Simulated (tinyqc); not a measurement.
# Dose and depth of a threshold implant

Question. A sheet of D acceptors per cm^2 lies at depth xi inside the depleted layer of a body doped Na. In the depletion approximation VT = Vfb + f2 + q D/Cox + gamma sqrt(f2 + Vsb - q D xi/(eps0 eps_r)), gamma = sqrt(2 eps0 eps_r q Na)/Cox, Cox = eps0 eox/tox. Find gamma, D and xi.

Inputs (values chosen for the exercise); band and dielectric values those of a made-up semiconductor:
```
symbol,value,unit,meaning
eps_r,11.1,,relative permittivity
Na,4.2e17,cm^-3,acceptor density deep in the body
eox,22.1,,relative permittivity of the gate insulator (close to hafnium oxide)
tox,17,nm,insulator thickness
Vfb,-0.68,V,flat-band voltage
f2,0.955,V,band bending 2 phiF at threshold
```

Constants: q = 1.602176634e-19 C, eps0 = 8.8541878128e-14 F/cm where lengths are in cm. Results are converted to the units shown.

VT against the source at Vsb = 0 and 2.1 V (V): 0.72402855  0.97977992

Answer. With y^2 = f2 - q D xi/(eps0 eps_r) and d the difference of the thresholds over gamma, sqrt(y^2 + Vsb) - y = d gives y = (Vsb - d^2)/(2 d). The first threshold then gives D, and y^2 gives xi.

gamma = 0.3160 V^0.5
D = 1.200e12 cm^-2
xi = 8.100 nm

Numbers from tinyqc (`OMP_NUM_THREADS=1 python tinyqc.py 2080121 2080122 out.jsonl`; about 0.5 s on one thread of a shared Intel Xeon 2.30GHz).
